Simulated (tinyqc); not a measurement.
Lattice vibrations of a chain, step by step. One step of it, computed by the program tinyqc.

Task: Dynamical matrix at q = 0.23. q is in units of 2 pi/a. A spring k from atom i to atom j, n cells on, adds k to Phi_ii and Phi_jj, -k exp(2 pi i q n) to Phi_ij and the conjugate to Phi_ji (for one atom a cell: 2k (1 - cos 2 pi q n)); D_ij = Phi_ij / sqrt(m_i m_j).

A chain moving along its axis:
```
atom   mass (u)  spring to the next atom (eV/angstrom^2)
1     43.400000                                24.200000
2     16.700000                                16.700000
3     21.600000                                14.500000
4     48.700000                                25.500000
```

Give: D(q).

Result:

D(q) (eV/(angstrom^2 u)):
$$\begin{pmatrix}
1.1452 & -0.8989 & 0.0000 & -0.0695+0.5503i \\
-0.8989 & 2.4491 & -0.8793 & 0.0000 \\
0.0000 & -0.8793 & 1.4444 & -0.4471 \\
-0.0695-0.5503i & 0.0000 & -0.4471 & 0.8214
\end{pmatrix}$$
